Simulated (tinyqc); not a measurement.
What each parameter does: band gaps under pressure and temperature from deformation potentials.

Murnaghan: V/V0 = (1 + Bp P/B0)^(-1/Bp), B0 = (C11 + 2 C12)/3. Each gap moves by a ln(V/V0) with its volume potential a, and falls with temperature by aV T^2/(T + bV) (Varshni); the two effects are added. No change of phase is considered.

Values chosen for the exercise (near those of AlAs, the X and L potentials typical of such crystals; the results hold for these values, not for the real material):
```
symbol  value                  unit   meaning
Eg      3.114                  eV     gap at Gamma to the s-like level at 0 K, 0 GPa
EgX     2.249                  eV     gap to X at 0 K, 0 GPa
EgL     2.415                  eV     gap to L at 0 K, 0 GPa
C11     124.4                  GPa
C12     52.9                   GPa
Bp      4.5                           pressure derivative of the bulk modulus
aG      -8.09                  eV     volume potential of the Gamma gap
aX      1.6                    eV     volume potential of the X gap
aL      -4.3                   eV     volume potential of the L gap
aV      (0.878, 0.706, 0.634)  meV/K  Varshni alpha of Gamma, X, L
bV      (495, 518, 200)        K      Varshni beta of Gamma, X, L
P       1.9                    GPa    pressure
T       0                      K      temperature
```

Gaps at P and T. Each row changes one parameter from the base and keeps the others.

Results:
```
case              Gamma (eV)  X (eV)  L (eV)
base                  3.3039  2.2114  2.5159
T = 50 K              3.2999  2.2083  2.5096
C11 = 136.84 GPa      3.2947  2.2133  2.5110
C12 = 47.61 GPa       3.3126  2.2097  2.5206
Bp = 4.05             3.3049  2.2112  2.5165
aG = -7.281 eV        3.2849  2.2114  2.5159
aX = 1.76 eV          3.3039  2.2077  2.5159
aL = -4.73 eV         3.3039  2.2114  2.5260
P = 1.71 GPa          3.2858  2.2150  2.5063
```

The largest shifts from the base row, up to three for each result and ties (the steps differ in size, so this ranks the rows, not the parameters). Gamma (eV): aG -0.0190, P -0.0181, C11 -0.0093; unchanged at the printed digits by aX and aL. X (eV): aX -0.0038, P +0.0036, T -0.0031; unchanged at the printed digits by aG and aL. L (eV): aL +0.0101, P -0.0096, T -0.0063; unchanged at the printed digits by aG and aX.

tinyqc: `OMP_NUM_THREADS=1 python tinyqc.py 1050097 1050098 out.jsonl`; about 0.01 s, one thread, shared Intel(R) Xeon(R) Processor @ 2.30GHz.
